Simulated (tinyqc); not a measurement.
Worked calculation: coherent transport through a tight-binding region between two chains. Computed by tinyqc, a small Python program that keeps every step. Settings: temperature = 4, mu = 0.1. Command: `OMP_NUM_THREADS=1 python tinyqc.py 27911 27912 out.jsonl` (the two numbers bound the seeds that draw the settings). One thread of a shared host (Intel(R) Xeon(R) Processor @ 2.60GHz), about 0.07 s of CPU time with the checks.

## Transmission at E = -0.07 eV

H of the central region (eV), lower triangle:
```
           1          2          3          4
1   0.190000
2  -1.010000   0.960000
3   0.000000  -2.010000  -0.630000
4   0.000000   0.000000  -2.010000  -0.120000
```

Leads: semi-infinite chains with site energy 0:
```
parameter                           value
lead hopping t (eV)              1.930000
coupling to the left lead (eV)   0.790000
coupling to the right lead (eV)  1.320000
left contact site                       1
right contact site                      4
```

E = -0.070000 eV

Surface Green function g = (E - i sqrt(4 t^2 - E^2)) / (2 t^2); self-energy tc^2 g on each contact site; G = (E - H - Sigma)^(-1); Gamma = -2 Im Sigma; T = Gamma_L Gamma_R |G_LR|^2; local density of states -Im G_ii / pi.

g = -0.009396-0.518050i 1/eV

G (1/eV), lower triangle:
```
                     1                    2                    3                   4
1   0.421434-1.105725i
2   0.742183-0.413129i   0.054500-0.341534i
3   0.168557+0.343910i   0.152503+0.032577i  -0.006550-0.156117i
4  -0.789144+0.317313i  -0.096988+0.332458i   0.346835+0.010918i  0.000357-0.335500i
```

local density of states (1/eV): 0.351963  0.108714  0.049694  0.106793

transmission = 0.844509

## Transmission across the band

The same steps on a grid of energies.

T(E):
```
E (eV)              T
-3.66700000  0.002666
-3.30030000  0.052704
-2.93360000  0.026586
-2.56690000  0.020264
-2.20020000  0.023369
-1.83350000  0.034932
-1.46680000  0.065768
-1.10010000  0.159983
-0.73340000  0.492493
-0.36670000  0.994738
0.00000000   0.796521
0.36670000   0.684302
0.73340000   0.731583
1.10010000   0.585410
1.46680000   0.275977
1.83350000   0.131337
2.20020000   0.081543
2.56690000   0.074603
2.93360000   0.151319
3.30030000   0.091233
3.66700000   0.002469
```

levels of the isolated region (eV): -3.079216  -0.419346  0.873922  3.024639

## Current

I = (2e/h) int T(E) [f(E - mu - V/2) - f(E - mu + V/2)] dE at 4 K with mu = 0.1 eV, the bias not changing H; 2e^2/h = 77.48092 microsiemens; the integral runs over the band on 4001 points.

Current:
```
V (volt)  I (microampere)
0.010000         0.570552
0.050000         2.874067
0.100000         5.752713
0.200000        11.541817
0.400000        23.365491
0.800000        48.556653
```
